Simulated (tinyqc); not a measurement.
Zero-field depth and permittivity from two fields.

Problem. The apparent depth of a Coulomb trap is Et - sqrt(q F/(pi eps0 eps_r)). Find Et and eps_r.

Constants: q = 1.602176634e-19 C, eps0 = 8.8541878128e-14 F/cm where lengths are in cm. Results are converted to the units shown.

apparent depth at F = 95 and 380 kV/cm (eV): 0.24218993  0.17437985

Solution. The depth is linear in sqrt(F): the intercept is Et and the slope -sqrt(q/(pi eps0 eps_r)).

Et = 0.310 eV
eps_r = 11.9

Numbers from tinyqc (`OMP_NUM_THREADS=1 python tinyqc.py 2050102 2050103 out.jsonl`; about 0.01 s on one thread of a shared Intel Xeon 2.30GHz).
